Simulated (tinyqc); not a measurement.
Donor level screened by free carriers (Yukawa potential): sweeps and comparisons. A value that a table varies takes the place of the one given here.

Potential -(q/(eps r)) exp(-ks r), q = e^2/(4 pi eps0). In units Ry* = Ry m/eps^2 and a* = a0 eps/m the problem is [-Laplacian - 2 exp(-x r)/r] psi = E psi with x = ks a*.

Converged values use 18 functions exp(-z r), z = 1.55^i, i = -11 to 6: S = 2/A^3, H = z_i z_j S - 2/(A + x)^2, A = z_i + z_j.

Screening wave number: Debye ks^2 = 4 pi q n/(eps kB T); Thomas-Fermi ks^2 = 6 pi q n/(eps EF) with EF = c (3 pi^2 n/gv)^(2/3)/m, c = hbar^2/2m0; the two are joined by 1/ks^2 = sqrt(1/ks_D^4 + 1/ks_TF^4). 1e18/cm^3 = 1e-6/angstrom^3, q = e^2/(4 pi eps0).

Constants: e^2/(4 pi eps0) = 14.39964547 eV angstrom; kB = 8.617333262e-05 eV/K; hbar^2/2m0 = 3.80998211 eV angstrom^2; Ry = 13.60569312 eV; a0 (Bohr radius) = 0.5291772105 angstrom.

Inputs chosen for the exercise (near those of a donor in GaAs, with one mean mass; the results hold for these values, not for the real material): xs = (0.05, 0.12, 0.26, 0.5, 0.71, 0.94, 1.08) (values of x); m = 0.069 m0 (mass); eps = 12.8 (dielectric constant); gv = 1 (valleys); T = 77 K (temperature); nl = (0.00045, 0.0015, 0.0045, 0.015, 0.045, 0.15, 0.45) x 1e18/cm^3 (densities); n = 0.015 x 1e18/cm^3 (free-carrier density).

## Towards the loss of the bound state

First order (-1 + 2x), one-parameter (minimum of z^2 - 8 z^3/(2z + x)^2) and converged 1s energies in Ry*, and the mean radius in a*; a dash marks an unbound result.

Results:
```
x,first order,trial function,converged,<r>
0.05,-0.9000,-0.9036,-0.9036,1.50
0.12,-0.7600,-0.7801,-0.7801,1.52
0.26,-0.4800,-0.5677,-0.5681,1.58
0.50,-,-0.2930,-0.2962,1.81
0.71,-,-0.1286,-0.1376,2.23
0.94,-,-0.0176,-0.0359,3.52
1.08,-,-,-0.0068,6.93
```

What does this show, and why?

First order loses the state at x = 0.5, the trial function reaches zero energy at x = 1.00, and the exact limit is 1.19. The radius starts at 1.5 a*, grows slowly at first (1.58 at x = 0.26), then steadily, and swells towards the end (6.9 at 1.08), where a single exponential fails: the binding vanishes as the square of the distance from 1.19.

## Binding against carrier density

Ry* = 5.7299 meV
a* = 98.166 angstrom

x from the joined ks; converged 1s binding (dash: x above 1.17, at or past the limit 1.19 where the state unbinds).

Results:
```
n (1e18/cm^3),EF/kB T,1/ks (angstrom),x,binding (meV),n^(1/3) a*
0.00045,0.05,1021.5,0.096,4.70,0.075
0.0015,0.10,560.1,0.175,3.96,0.112
0.0045,0.22,324.6,0.302,2.94,0.162
0.015,0.48,181.3,0.541,1.49,0.242
0.045,1.01,112.1,0.876,0.33,0.349
0.15,2.25,75.1,1.307,-,0.522
0.45,4.68,58.4,1.680,-,0.752
```

How do the results move?

The binding falls from 4.7 to 0.3 meV (bare value 5.7); it passes half the bare value between 0.0045 and 0.015 x 1e18/cm^3. The level is unbound, or bound by less than 0.001 Ry*, from 0.15 x 1e18/cm^3 on; as the density rises, it is lost by the time n^(1/3) a* reaches 0.52. x grows with exponent 0.50 in n at the start and 0.23 at the end (1/2 for Debye, 1/6 for Thomas-Fermi screening). The level survives to n^(1/3) a* = 0.35, past the 0.26 of the Mott rule, which corresponds to x = 1 for one valley with degenerate screening; here the level lasts until x = 1.19, the screening is at most the degenerate value, and overlap of donors is left out.

## What each parameter does

Ry* = Ry m/eps^2, a* = a0 eps/m, x = ks a* with the joined ks; converged binding. Each row changes one parameter from the base and keeps the others.

Results:
```
case,1/ks (angstrom),x,binding in Ry*,binding (meV)
base,181.3,0.541,0.260,1.49
n = 0.0225 x 1e18/cm^3,150.5,0.652,0.175,1.00
T = 47 K,147.0,0.668,0.164,0.94
m = 0.077 m0,180.5,0.487,0.308,1.97
eps = 11.8,174.1,0.520,0.278,1.88
gv = 2,178.7,0.549,0.253,1.45
```

How do the results move?

The largest shifts from the base row, up to three for each result and ties (the steps differ in size, so this ranks the rows, not the parameters). 1/ks (angstrom): T -34.3, n -30.8, eps -7.2. x: T +0.126, n +0.111, m -0.054. binding in Ry*: T -0.095, n -0.085, m +0.048. binding (meV): T -0.55, n -0.49, m +0.48.

Computed by tinyqc, a small Python program: `OMP_NUM_THREADS=1 python tinyqc.py 1281239 1281240 out.jsonl` (the numbers bound the seed that draws the inputs); one thread of a shared host (Intel(R) Xeon(R) Processor @ 2.30GHz), about 0.02 s for the whole set of steps.
